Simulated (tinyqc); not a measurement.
Chip with leakage that grows with temperature, electro-thermal loop and runaway: one step of the calculation.

One temperature T for the device, T = T0 + Rth P(T), with P(T) = Pd + Pl (T/300 K)^2 exp[(q Ea/kB)(1/(300 K) - 1/T)]. The loop gain is Rth dP/dT; a solution is thermally stable when it is below one.

Task. Temperature by substitution. P(T) = Pd + Pl (T/300 K)^2 exp[(q Ea/kB)(1/(300 K) - 1/T)]; T(new) = T0 + Rth P(T).

Parameters, values chosen for the exercise:
```
symbol   value  unit                                  meaning
T0         340     K                      ambient temperature
Pd          11     W  temperature-independent switching power
Pl      0.0081     W                   leakage power at 300 K
Ea        0.49    eV         activation energy of the leakage
Rth        3.9   K/W                       thermal resistance
```

Constants: q = 1.602176634e-19 C, kB = 1.380649e-23 J/K. Results are converted to the units shown.

T at the start = 340 K

Wanted: P; T after iteration 1.

Result.

P = 11.097 W
T after iteration 1 = 383.28 K

Numbers from tinyqc (`OMP_NUM_THREADS=1 python tinyqc.py 2520051 2520052 out.jsonl`; about 0.01 s on one thread of a shared Intel Xeon 2.30GHz).
